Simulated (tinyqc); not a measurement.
Worked calculation: tight binding, honeycomb lattice. One step of it, computed by the program tinyqc.

Problem. Bloch Hamiltonian at k. H_AB = -t1 (1 + exp(-i k.a1) + exp(-i k.a2)); H_AA = delta - 2 t2 sum cos(k.b + phi), H_BB = -delta - 2 t2 sum cos(k.b - phi), b = a1, a2 - a1, -a2.

Parameters chosen for this model:
```
parameter     value                        unit
t1         1.520000                 eV, nearest
t2         0.300000       eV, second neighbours
phi        1.490000  rad, phase of t2 (Haldane)
delta      2.480000          eV, +/- on A and B
```

k point k (fractions of the reciprocal vectors): [0.270000, -0.160000]

Give: H(k) at k.

Solution.

H(k) at k (eV), order A, B:
$$\begin{pmatrix}
3.348 & -2.144+0.225i \\
-2.144-0.225i & -3.300
\end{pmatrix}$$
